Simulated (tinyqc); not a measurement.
Comparisons within one model: six-band hole subbands of a thin body in a field. A value that a table varies takes the place of the one given here.

Basis X, Y, Z times spin, hole energies counted downwards from the unstrained edge (the hydrostatic shift is left out), c = hbar^2/2m0. For a symmetric tensor T let C(T) have C_XX = L Txx + M (Tyy + Tzz), C_XY = N Txy (cyclic), L = c (g1 + 4 g2), M = c (g1 - 2 g2), N = 6 c g3. k = q + kz n, n the unit normal, q = k1 u + k2 v with u along the channel [1-10] and v = n x u. H = C(k k^T) + (Dso/3)(1 - L.sigma) - B + e F z with (L_k)_ij = -i epsilon_kij; B is the block C built from the traceless strain with 2b, -b and sqrt(3) d in place of L, M, N. Strain: exx = eyy = (s11 + s12) sx/2, ezz = s12 sx, exy = -s44 sx/4. Hard walls at z = 0 and t; basis sin(j pi z/t), j = 1 to Nz: kz^2 = (j pi/t)^2, kz = -i D with D_jl = 4 j l/(t (j^2 - l^2)), z_jj = t/2 and z_jl = -8 t j l/(pi (j^2 - l^2))^2 for j + l odd; 1 MV/cm = 0.01 eV/angstrom.

Nz = 14. E1 is the top subband at q = 0, gap the distance to the next pair, and the masses are c q^2/(E(q) - E1) at |q| = 0.02 1/angstrom (mean of the spin pair) along the channel [1-10] and across it in the plane; a dash marks a band that does not rise.

Constants: hbar^2/2m0 = 3.80998211 eV angstrom^2.

Values chosen for the exercise (near those of a p-type Si channel; shifted at random, so the results belong to these values and not to a real crystal): g1 = 4.27 (Luttinger gamma1); g2 = 0.34 (gamma2); g3 = 1.45 (gamma3); Dso = 0.044 eV (spin-orbit splitting); b = -2.12 eV (tetragonal potential); d = -4.79 eV (trigonal potential); S = (7.67, -2.11, 12.71) 1/TPa (compliances s11, s12, s44); face = 110 (surface); t = 80 angstrom (body thickness); F = 0.2 MV/cm (field across the body); sx = 0 GPa (stress along the channel [1-10], negative in compression).

## Stress along the channel

Each row has its own sx.

Results:
```
sx (GPa)  E1 (meV)  gap (meV)  m channel  m across
-3.0         -59.7       27.8      0.114     0.279
-2.0         -23.2       27.8      0.114     0.279
-1.0          13.0       27.8      0.115     0.279
-0.5          31.0       27.7      0.116     0.280
0.0           48.7       27.2      0.118     0.281
0.5           65.3       21.6      0.127     0.285
1.0           73.4       15.2      0.222     0.289
```

What can be read from the table?

Under 2 GPa of compression the channel mass goes from 0.118 to 0.114 m0, the mass across from 0.281 to 0.279; the gap to the next subband is 28, 27 and 15 meV at -2, 0 and +1 GPa. The lightest channel mass of the table, 0.114 m0, is at -3.0 and -2.0 GPa. Compression changes the channel mass little here, since confinement on this face has already singled out the orbital that the stress favours.

## Surface orientation and number of bands

Three faces, six bands; and four bands, with Dso set to 1000 eV.

Results:
```
case           E1 (meV)  gap (meV)  m channel  m across
(001) 6 bands      89.1        9.3      0.465     0.465
(001) 4 bands      89.1       10.9      0.401     0.401
(110) 6 bands      48.7       27.2      0.118     0.281
(110) 4 bands      69.7       43.6      0.151     0.316
(111) 6 bands      64.4       23.8      0.272     0.277
(111) 4 bands      64.4       48.5      0.195     0.195
```

How do the results move?

With six bands the top subband is shallowest on (110) (48.7 meV) and deepest on (001). The lightest channel mass is on (110) (0.118 m0). Dropping the split-off band moves E1 by 0.0, 21.0 and 0.0 meV and the gap by 1.6, 16.4 and 24.7 meV on the three faces, with Dso = 44 meV.

## What each parameter does

Six bands. Each row changes one parameter from the base and keeps the others.

Results:
```
case             E1 (meV)  gap (meV)  m channel (m0)  m across (m0)
base                 48.7       27.2           0.118          0.281
t = 70 angstrom      48.7       27.3           0.118          0.281
F = 0.5 MV/cm        81.1       50.5           0.116          0.279
sx = -0.5 GPa        31.0       27.7           0.116          0.280
g3 = 1.35            58.0       34.4           0.124          0.281
g2 = 0.39            50.6       28.8           0.119          0.289
Dso = 0.066 eV       52.6       27.4           0.120          0.284
d = -3.83 eV         48.7       27.2           0.118          0.281
```

What does this show?

The largest shifts from the base row, up to three for each result and ties (the steps differ in size, so this ranks the rows, not the parameters). E1 (meV): F +32.4, sx -17.7, g3 +9.4; unchanged at the printed digits by t and d. gap (meV): F +23.3, g3 +7.2, g2 +1.6; unchanged at the printed digits by d. m channel (m0): g3 +0.006, Dso +0.003, F -0.002, sx -0.002; unchanged at the printed digits by t and d. m across (m0): g2 +0.008, Dso +0.003, F -0.002; unchanged at the printed digits by t, g3 and d.

tinyqc: `OMP_NUM_THREADS=1 python tinyqc.py 1250280 1250281 out.jsonl`; about 0.4 s, one thread, shared Intel(R) Xeon(R) Processor @ 2.30GHz.
